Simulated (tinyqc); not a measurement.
Comparisons within one model: two-band k.p model of the X valleys of a zinc-blende crystal. A value that a table varies takes the place of the one given here.

k along the valley axis, counted from X, c = hbar^2/2m0, e = c k^2/ml. H = [[e - D/2, i P k], [-i P k, e + D/2]] with P^2 = D0 c/ml, so E = e -/+ sqrt(D^2/4 + D0 e). For D = 0 (diamond lattice) the bands cross at X.

With x = D/D0: for x < 1 the minima lie at k_m = sqrt(ml D0 (1 - x^2)/(4 c)), the hump at X has the height dE = (D0/4)(1 - x)^2 and the mass at the minimum is ml/(1 - x^2); the mass at X is ml/(1 - 1/x), negative for x < 1. For x > 1 the minimum is at X.

Thermal masses along the axis for one X point, lower band, E from the minimum, on 1601 points from -0.8 to 0.8 1/angstrom: density-of-states mass m_d = c I^2/(pi kT), I = integral of exp(-E/kT) dk; conductivity mass m_c = 2 c kT/<(dE/dk)^2> with central differences.

Constants: hbar^2/2m0 = 3.80998211 eV angstrom^2; kB = 8.617333262e-05 eV/K.

Parameters, chosen for this exercise (of the order of those of AlAs; not measured data): D0 = 0.147 eV (coupling energy); ml = 0.571 m0 (mass along the axis from remote bands); D = 0.357 eV (splitting of the two conduction levels at X); T = 20 K (temperature).

## From the diamond lattice to a polar crystal

D is varied at fixed D0 and ml.

Results:

| x | D (eV) | k_m (1/angstrom) | dE (meV) | mass at the minimum |
|---|---|---|---|---|
| 0.00 | 0.000 | 0.0742 | 36.75 | 0.571 |
| 0.30 | 0.044 | 0.0708 | 18.01 | 0.627 |
| 0.60 | 0.088 | 0.0594 | 5.88 | 0.892 |
| 0.80 | 0.118 | 0.0445 | 1.47 | 1.586 |
| 0.90 | 0.132 | 0.0323 | 0.37 | 3.005 |
| 1.10 | 0.162 | 0.0000 | 0.00 | 6.281 |
| 1.30 | 0.191 | 0.0000 | 0.00 | 2.474 |
| 2.00 | 0.294 | 0.0000 | 0.00 | 1.142 |
| 4.00 | 0.588 | 0.0000 | 0.00 | 0.761 |

What can be read from the table?

At D = 0 the minima lie 0.0742 1/angstrom from X under a cusp of D0/4 = 37 meV, the pattern of silicon. The hump shrinks as (1 - x)^2, faster than k_m, so at x = 0.9 it is only 0.37 meV although k_m is still 44 % of its first value. The mass diverges at x = 1 from both sides (3.01 at 0.9, 6.28 at 1.1), where the band is quartic.

## Temperature

Thermal masses against T.

Results:

| T (K) | kT (meV) | m_d | m_c |
|---|---|---|---|
| 10 | 0.86 | 0.969 | 0.967 |
| 20 | 1.72 | 0.967 | 0.964 |
| 50 | 4.31 | 0.963 | 0.955 |
| 100 | 8.62 | 0.955 | 0.942 |
| 200 | 17.23 | 0.943 | 0.920 |
| 300 | 25.85 | 0.932 | 0.902 |
| 500 | 43.09 | 0.915 | 0.875 |

How do the results move?

m_d goes from 0.969 to 0.915 and m_c goes from 0.967 to 0.875. Both start from the edge mass 0.971 and tend to ml = 0.571 for kT far above D0. 

## What each parameter does

Shape of the lower band and thermal masses. Each row changes one parameter from the base and keeps the others.

Results:

| case | k_m (1/angstrom) | dE (meV) | m_d (m0) | m_c (m0) |
|---|---|---|---|---|
| base | 0.0000 | 0.000 | 0.967 | 0.964 |
| D = 0.3677 eV | 0.0000 | 0.000 | 0.948 | 0.946 |
| D0 = 0.1514 eV | 0.0000 | 0.000 | 0.988 | 0.984 |
| ml = 0.5539 m0 | 0.0000 | 0.000 | 0.938 | 0.935 |
| T = 19.4 K | 0.0000 | 0.000 | 0.967 | 0.964 |

How do the results move?

The largest shifts from the base row, up to three for each result and ties (the steps differ in size, so this ranks the rows, not the parameters). k_m (1/angstrom): unchanged at the printed digits by D, D0, ml and T. dE (meV): unchanged at the printed digits by D, D0, ml and T. m_d (m0): ml -0.029, D0 +0.020, D -0.019; unchanged at the printed digits by T. m_c (m0): ml -0.029, D0 +0.020, D -0.018; unchanged at the printed digits by T.

Run: tinyqc, `OMP_NUM_THREADS=1 python tinyqc.py 1880694 1880695 out.jsonl`; Intel(R) Xeon(R) Processor @ 2.30GHz, one thread, shared host; about 0.01 s of CPU time with all checks.
